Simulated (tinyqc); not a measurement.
Inside a calculation. Model: octagonal on-chip spiral inductor, lumped pi model.

Numbers from tinyqc (`OMP_NUM_THREADS=1 python tinyqc.py 2302208 2302209 out.jsonl`; about 0.01 s on one thread of a shared Intel Xeon 2.30GHz). Printed values are rounded.

Outer diameter do = di + 2 n wd + 2 (n - 1) sp, mean da = (do + di)/2, fill p = (do - di)/(do + di), length l = 3.314 n da. L = 2.25 mu0 n^2 da/(1 + 3.55 p), mu0 = 4 pi 1e-7 H/m. Rs = rho l/(wd delta (1 - exp(-th/delta))), delta = sqrt(rho/(pi f mu0)). Cs = n wd^2 eps0 eo/hu across the coil. At each end Cox = l wd eps0 eo/(2 ho) leads to the substrate branch Rsi = 2 rs he/(l wd) in parallel with Csi = l wd eps0 11.7/(2 he). With one end grounded Y = 1/(Rs + i w L) + i w Cs + 1/[1/(i w Cox) + 1/(1/Rsi + i w Csi)], w = 2 pi f; Q = -Im Y/Re Y. Eddy currents in neighbouring turns and in the substrate are left out.

Inputs (values chosen for the exercise); values of the order met in silicon radio-frequency processes:
- n = 1.5 (number of turns)
- wd = 8 um (line width)
- sp = 1.5 um (space between turns)
- di = 80 um (inner diameter)
- th = 2 um (metal thickness)
- rho = 3 uohm cm (metal resistivity)
- ho = 9.2 um (oxide below the coil)
- hu = 0.9 um (oxide between coil and underpass)
- eo = 4.1 (relative permittivity of the oxide)
- rs = 10 ohm cm (substrate resistivity)
- he = 80 um (effective spreading depth in the substrate)
- f = 2.2 GHz (frequency)

Constants: eps0 = 8.8541878128e-12 F/m. Results are converted to the units shown.

## Geometry and model elements

do, l, L, delta, Rs, Cs, Cox, Rsi and Csi as defined.

do = 105.5 um
l = 461.060 um
L = 0.396538 nH
delta = 1.85853 um
Rs = 1.41149 ohm
Cs = 3.87223 fF
Cox = 7.27717 fF
Rsi = 4337.83 ohm
Csi = 2.38815 fF

Rs is 1.63 times the direct-current value in this empirical form, which overstates the skin effect of a flat slab when delta is near th and so stands in for some current crowding.

## Admittance, quality factor and apparent inductance

Series branch 1/(Rs + i w L), substrate branch, total Y, Q = -Im Y/Re Y, apparent inductance Im(1/Y)/w, metal-only value w L/Rs, share of the loss in the substrate Re(substrate branch)/Re Y.

series branch = 44.058-171.092i mS
substrate branch = 0.0328576+0.0815497i mS
Y = 44.090-170.957i mS
Q = 3.87741
apparent inductance = 0.396775 nH
w L/Rs = 3.88337
share of the loss in the substrate = 0.0745230 %

Q is 99.8 % of the metal-only value.
